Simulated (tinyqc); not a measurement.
# Metal-interlayer-semiconductor contact, depinning against tunnelling resistance: what changes with what

Zero bias, n-type semiconductor. Gap states at the semiconductor surface thin out as exp(-be ti), which unpins the barrier; electrons must then cross the interlayer (a rectangular barrier, no voltage drop across it) and the parabolic depleted layer, both by WKB. Energies E are counted from the Fermi level; no image force, parabolic bands.

Parameters, values chosen for the exercise; semiconductor values close to those of germanium; interlayer mass of the order of that in aluminium oxide, offset chosen freely: temperature T = 300 K; band gap Eg = 0.67 eV; relative permittivity eps_r = 15.8; electron affinity chi = 4 eV; conduction-band density of states at T Nc = 1.04e19 cm^-3; tunnelling mass in the semiconductor mt = 0.124 m0; Richardson mass mA = 1.07 m0; donor density Nd = 5.6e19 cm^-3; charge-neutrality level above the valence band E0 = 0.087 eV; pinning factor without interlayer S0 = 0.049; metal work function phiM = 4.02 eV; interlayer thickness ti = 0.2 nm; conduction-band offset of the interlayer above the semiconductor dE = 2.5 eV; tunnelling mass in the interlayer mi = 0.35 m0; decay constant of gap states through the interlayer be = 2.7 1/nm.

Constants: q = 1.602176634e-19 C, kB = 1.380649e-23 J/K, eps0 = 8.8541878128e-12 F/m, hbar = 1.054571817e-34 J s, h = 6.62607015e-34 J s, m0 = 9.1093837015e-31 kg, Vt = kB T/q, hbar^2/(2 m0) = 0.0380998212 eV nm^2. Results are converted to the units shown.

Each table varies one quantity; the others keep the values above.

## Contact resistivity against the interlayer thickness

S = 1/(1 + (1/S0 - 1) exp(-be ti)); phiB = S (phiM - chi) + (1 - S)(Eg - E0); xi = Ec - EF deep inside, from Nd = Nc F(-xi/Vt), F(x) = (2/sqrt(pi)) int_0^infinity sqrt(u) du/(1 + exp(u - x)); band bending U = phiB - xi; E00 = (hbar/2) sqrt(Nd/(eps0 eps_r mt m0)) in volts; A = 4 pi q mA m0 kB^2/h^3. With U = phiB - xi: for xi < E < phiB, y = (E - xi)/U and G1 = (U/E00) [sqrt(1 - y) - y ln((1 + sqrt(1 - y))/sqrt(y))], G1 = 0 above phiB; G2 = 2 ti sqrt(mi max(phiB + dE - E, 0)/C), C = hbar^2/(2 m0); f = 1/(1 + exp(E/Vt)); 1/rho_c = (A T^2/Vt^2) times the integral of exp(-G1 - G2) f over E from xi upwards. Shares under 0.001 % are printed as 0; rows without band bending are left out.

The same in every row: E00/Vt = 3.84.

Contact resistivity against the interlayer thickness:

| ti (nm) | S | phiB (eV) | rho_c (ohm cm^2) | rho_c with G2 = 0 (ohm cm^2) | peak of the integrand (eV) | share above phiB (%) |
|---|---|---|---|---|---|---|
| 0 | 0.0490 | 0.555 | 8.56e-8 | 8.56e-8 | -0.00640 | 0 |
| 0.2 | 0.0812 | 0.537 | 5.98e-7 | 7.24e-8 | -0.00595 | 0 |
| 0.4 | 0.132 | 0.509 | 3.72e-6 | 5.56e-8 | -0.00572 | 0 |
| 0.6 | 0.207 | 0.467 | 1.97e-5 | 3.77e-8 | -0.00582 | 0 |
| 0.8 | 0.309 | 0.409 | 8.68e-5 | 2.23e-8 | -0.00636 | 0 |
| 1 | 0.434 | 0.339 | 3.21e-4 | 1.18e-8 | -0.00744 | 0.00212 |
| 1.2 | 0.568 | 0.263 | 0.00108 | 6.04e-9 | -0.00908 | 0.0198 |
| 1.4 | 0.693 | 0.193 | 0.00373 | 3.30e-9 | -0.0112 | 0.154 |
| 1.6 | 0.795 | 0.136 | 0.0145 | 2.06e-9 | -0.0134 | 0.815 |

What does the comparison show?

As ti goes from 0 to 1.6, phiB falls from 0.555 to 0.136 eV and rho_c rises from 8.56e-8 to 0.0145 ohm cm^2. No thickness listed beats the bare contact: tunnelling through the layer costs more than the change of the barrier gains. The ratio of rho_c to its value with G2 = 0 runs from 1.00 to 7.05e6.

## Contact resistivity against the metal work function

Same model as above.

The same in every row: S = 0.0812; E00/Vt = 3.84; share above phiB (%) = 0.

Contact resistivity against the metal work function:

| phiM (eV) | phiB (eV) | rho_c (ohm cm^2) | rho_c with G2 = 0 (ohm cm^2) | peak of the integrand (eV) |
|---|---|---|---|---|
| 3.9 | 0.528 | 5.44e-7 | 6.61e-8 | -0.00614 |
| 4.1 | 0.544 | 6.36e-7 | 7.69e-8 | -0.00582 |
| 4.3 | 0.560 | 7.44e-7 | 8.94e-8 | -0.00551 |
| 4.5 | 0.576 | 8.70e-7 | 1.04e-7 | -0.00520 |
| 4.7 | 0.593 | 1.02e-6 | 1.21e-7 | -0.00491 |
| 4.9 | 0.609 | 1.19e-6 | 1.41e-7 | -0.00462 |
| 5.1 | 0.625 | 1.39e-6 | 1.64e-7 | -0.00434 |

As phiM goes from 3.9 to 5.1, phiB rises from 0.528 to 0.625 eV and rho_c rises from 5.44e-7 to 1.39e-6 ohm cm^2. The ratio of rho_c to its value with G2 = 0 runs from 8.23 to 8.51.

Numbers from tinyqc (`OMP_NUM_THREADS=1 python tinyqc.py 2270146 2270147 out.jsonl`; about 0.03 s on one thread of a shared Intel Xeon 2.30GHz).
